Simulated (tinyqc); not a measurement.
What each form factor does: empirical-pseudopotential levels.

Empirical pseudopotential on the fcc lattice, atoms at +/- tau, tau = a (1,1,1)/8, no spin-orbit coupling. H(G,G') = c (2 pi/a)^2 |k + G|^2 delta + VS(q) cos(q.tau) + i VA(q) sin(q.tau), q = G - G', c = hbar^2/2m0; k and G in units of 2 pi/a; VS at |q|^2 = 3, 8, 11 and VA at 3, 4, 11, in rydberg, zero elsewhere. The basis is fixed: all 113 G with |G|^2 up to Gcut. Energies are counted from the fourth level at Gamma.

Constants: hbar^2/2m0 = 3.80998211 eV angstrom^2; Ry = 13.60569312 eV.

Parameters, chosen for this exercise (near those of Si; the results hold for these values, not for the real material):
```
symbol  value   unit        meaning
a       5.42    angstrom    lattice constant
VS3     -0.215  Ry
VS8     0.04    Ry
VS11    0.082   Ry
VA3     0       Ry
VA4     0       Ry
VA11    0       Ry
Gcut    20      (2 pi/a)^2  largest |G|^2 of the fixed basis
```

Lowest empty singlet and triplet at Gamma and the valence width there (fixed basis); lowest empty level at X = (1,0,0) and L = (1/2,1/2,1/2) from the valence top, these levels and that top with all |k + G|^2 up to 21. Singlet and triplet count orbital degeneracy. VS3 is VS at |q|^2 = 3, and so on. The row for a keeps the form factors fixed, so it is no model of a real expansion, which changes them too.

One parameter was then changed.

Results before and after:
```
case     singlet (eV)  triplet (eV)  X (eV)  L (eV)  width (eV)
base            3.950         3.538   1.081   1.974      12.630
changed         3.885         3.682   1.323   2.072      12.576
```

Which of these changes was made? (a) VS8 = 0.03 Ry; (b) a = 5.474 angstrom; (c) VA4 = 0.03 Ry; (d) VS11 = 0.072 Ry; (e) VA3 = 0.03 Ry; (f) VS3 = -0.225 Ry; (g) VA11 = 0.03 Ry.

Answer: (f) VS3 = -0.225 Ry. Of the candidates, run in turn, only this one gives the changed row.

All candidates:
```
case                singlet (eV)  triplet (eV)  X (eV)  L (eV)  width (eV)
base                       3.950         3.538   1.081   1.974      12.630
a = 5.474 angstrom         3.964         3.564   1.211   2.047      12.322
VS3 = -0.225 Ry            3.885         3.682   1.323   2.072      12.576
VS8 = 0.03 Ry              3.466         3.589   0.994   1.742      12.715
VS11 = 0.072 Ry            3.447         3.301   0.816   1.646      12.816
VA3 = 0.03 Ry              3.985         3.558   0.819   1.969      12.634
VA4 = 0.03 Ry              3.826         3.616   0.637   2.016      12.623
VA11 = 0.03 Ry             3.822         3.498   0.794   1.915      12.641
```

In a diamond crystal a small VA enters the levels at Gamma and L only in second order, by symmetry, but splits the degenerate pair at X in first order.

Computed by tinyqc, a small Python program: `OMP_NUM_THREADS=1 python tinyqc.py 1080182 1080183 out.jsonl` (the numbers bound the seed that draws the inputs); one thread of a shared host (Intel(R) Xeon(R) Processor @ 2.30GHz), about 0.6 s for the whole set of steps.
